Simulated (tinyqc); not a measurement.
From results back to parameters: nanosheet or nanowire with hard walls, valleys of the Si type. Two cases, with inputs chosen for the exercise.

Problem. In a hard-walled rectangle E(n, l) = c pi^2 (n^2/(m_y W^2) + l^2/(m_z H^2)), c = hbar^2/2m0. Two levels were computed from hidden W and H.

Constants: hbar^2/2m0 = 3.80998211 eV angstrom^2.

Case 1.

Values chosen (out of a larger set: near those of Si; not measured data): m_y = 0.191 m0 (mass across the width); m_z = 0.905 m0 (mass along the height).

E(1, 1) = 0.095264 eV
E(2, 1) = 0.259326 eV

Case 2.

Values chosen (out of a larger set: near those of Si; not measured data): m_y = 0.191 m0 (mass across the width); m_z = 0.906 m0 (mass along the height).

E(1, 1) = 0.021286 eV
E(2, 1) = 0.035341 eV

Find: width term; height term; W; H.

Solution. The difference of the two levels is three times the width term; the rest of E(1, 1) is the height term.

Case 1.

width term = 54.69 meV
height term = 40.58 meV
W = 60.0 angstrom
H = 32.0 angstrom

Case 2.

width term = 4.68 meV
height term = 16.60 meV
W = 205.0 angstrom
H = 50.0 angstrom

Computed by tinyqc, one run a case: `OMP_NUM_THREADS=1 python tinyqc.py N N+1 out.jsonl` with N = 1251630, 1251721; one thread of a shared Intel(R) Xeon(R) Processor @ 2.30GHz, about 0.04 s a run at most.
